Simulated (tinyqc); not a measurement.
Worked calculation: coupled-perturbed Hartree-Fock on RHF in the sto-6g basis, for H4, spin multiplicity 1. One step of it, computed by the program tinyqc.

Problem. Response to a field: uncoupled start. Field along z; U_ai = -mu_ai / (e_a - e_i), alpha = -4 sum U_ai mu_ai.

orbital energies (hartree): MO1 -0.583716, MO2 -0.483570, MO3 0.424075, MO4 0.725088

dipole integrals <a|z|i> (bohr):
```
,i1,i2
a3,0.000000,-1.396381
a4,0.576225,0.000000
```

Give: uncoupled U; uncoupled polarisability.

Solution.

uncoupled U:
```
,i1,i2
a3,0.000,1.538
a4,-0.440,0.000
```

uncoupled polarisability = 9.608 bohr^3
